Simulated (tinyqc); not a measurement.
Propagation of a band-gap error through k.p and effective-mass formulas: sweeps and comparisons. A value that a table varies takes the place of the one given here.

Chain, for a gap E (the reference Eg or another value), with Ep and Dso kept: 1/me = 1 + Ep (E + 2 Dso/3)/(E (E + Dso)); g* = 2 - 2 Ep Dso/(3 E (E + Dso)); g1(E) = g1 + (Ep/3)(1/E - 1/Eg), g2(E) = g2 + (Ep/6)(1/E - 1/Eg), light hole 1/(g1 + 2 g2), heavy hole 1/(g1 - 2 g2) along [100]; optical constant ei(E) = 1 + (ei - 1)(EP/(EP + E - Eg))^2, static e0(E) = ei(E) + e0 - ei.

Donor: R = Ry me/e0^2, a_B = a0 e0/me, Mott density (0.26/a_B)^3. Nc, Nv = 2 (m kT/(4 pi c))^(3/2), c = hbar^2/2m0, ni = sqrt(Nc Nv) exp(-E/2kT). Exciton: Ry mu/e0^2 with 1/mu = 1/me + g1(E). 1 angstrom^-3 = 1e24 cm^-3.

Constants: Ry = 13.60569312 eV; a0 (Bohr radius) = 0.5291772105 angstrom; kB = 8.617333262e-05 eV/K; hbar^2/2m0 = 3.80998211 eV angstrom^2.

Inputs chosen for the exercise (reference values near those of GaSb, gap at low temperature; not measured data): Eg = 0.808 eV (gap at Gamma to the s-like level); Dso = 0.752 eV (spin-orbit splitting); Ep = 27.3 eV (Kane energy); g1 = 13.42 (Luttinger gamma1); g2 = 4.68 (gamma2); e0 = 15.99 (static dielectric constant); ei = 14.43 (optical dielectric constant); EP = 4.16 eV (mean (Penn) gap); mh = 0.43 m0 (density-of-states mass of the holes); T = 300 K (temperature); Eg2 = 0.428 eV (a wrong gap).

## The size of the error

E = f Eg; ratios against f = 1.

Results:

| f | E (eV) | me ratio | light-hole ratio | e0 ratio | donor ratio | Mott ratio | g* | log10 ni ratio |
|---|---|---|---|---|---|---|---|---|
| 0.25 | 0.202 | 0.292 | 0.252 | 1.311 | 0.170 | 0.0110 | -69.021 | 4.69 |
| 0.40 | 0.323 | 0.446 | 0.403 | 1.236 | 0.292 | 0.0471 | -37.385 | 3.81 |
| 0.60 | 0.485 | 0.640 | 0.603 | 1.147 | 0.486 | 0.173 | -20.826 | 2.57 |
| 0.80 | 0.646 | 0.823 | 0.802 | 1.069 | 0.720 | 0.456 | -13.141 | 1.29 |
| 1.00 | 0.808 | 1.000 | 1.000 | 1.000 | 1.000 | 1.00 | -8.858 | 0.00 |
| 1.20 | 0.970 | 1.172 | 1.197 | 0.938 | 1.331 | 1.95 | -6.199 | -1.31 |
| 1.50 | 1.212 | 1.422 | 1.492 | 0.858 | 1.932 | 4.55 | -3.750 | -3.28 |
| 2.00 | 1.616 | 1.823 | 1.978 | 0.749 | 3.249 | 14.4 | -1.577 | -6.59 |

How do the results move?

Between f = 0.8 and 1.2 the mean powers d ln(ratio)/d ln f are 0.87 for me, 0.99 for the light hole, -0.32 for e0, 1.51 for the donor energy and 3.58 for the Mott density; ni moves by -0.80 decades per 0.1 eV, against -0.1 eV/(2 kT ln 10) = -0.84 from the exponential alone, the rest coming from Nc through me^(3/4). Rows with E below about 8 kT bring ni near Nc, beyond Boltzmann statistics. g* keeps its sign, from -69.02 to -1.58.

## What each input does

All at E = Eg2. Each row changes one parameter from the base and keeps the others.

Results:

| case | me (m0) | light hole (m0) | e0 | donor (meV) | exciton (meV) | log10 ni |
|---|---|---|---|---|---|---|
| base | 0.0195 | 0.0234 | 18.83 | 0.749 | 0.514 | 14.247 |
| Eg2 = 0.462 eV | 0.0209 | 0.0252 | 18.54 | 0.827 | 0.568 | 13.984 |
| Dso = 0.812 eV | 0.0197 | 0.0234 | 18.83 | 0.755 | 0.517 | 14.250 |
| Ep = 29.484 eV | 0.0181 | 0.0225 | 18.83 | 0.695 | 0.483 | 14.223 |
| g1 = 14.494 | 0.0195 | 0.0228 | 18.83 | 0.749 | 0.507 | 14.247 |
| EP = 4.493 eV | 0.0195 | 0.0234 | 18.59 | 0.769 | 0.528 | 14.247 |
| ei = 13.276 | 0.0195 | 0.0234 | 18.58 | 0.769 | 0.528 | 14.247 |
| mh = 0.464 m0 | 0.0195 | 0.0234 | 18.83 | 0.749 | 0.514 | 14.272 |
| T = 324 K | 0.0195 | 0.0234 | 18.83 | 0.749 | 0.514 | 14.564 |

How do the results move?

The largest shifts from the base row, up to three for each result and ties (the steps differ in size, so this ranks the rows, not the parameters). me (m0): Ep -0.0014, Eg2 +0.0014, Dso +0.0001; unchanged at the printed digits by g1, EP, ei, mh and T. light hole (m0): Eg2 +0.0018, Ep -0.0008, g1 -0.0006; unchanged at the printed digits by Dso, EP, ei, mh and T. e0: Eg2 -0.29, ei -0.24, EP -0.24; unchanged at the printed digits by Dso, Ep, g1, mh and T. donor (meV): Eg2 +0.078, Ep -0.054, ei +0.020; unchanged at the printed digits by g1, mh and T. exciton (meV): Eg2 +0.053, Ep -0.031, ei +0.014; unchanged at the printed digits by mh and T. log10 ni: T +0.316, Eg2 -0.264, mh +0.025, Ep -0.025; unchanged at the printed digits by g1, EP and ei.

(tinyqc, `OMP_NUM_THREADS=1 python tinyqc.py 1850637 1850638 out.jsonl`, Intel(R) Xeon(R) Processor @ 2.30GHz, 1 thread, shared host, about 0.01 s.)
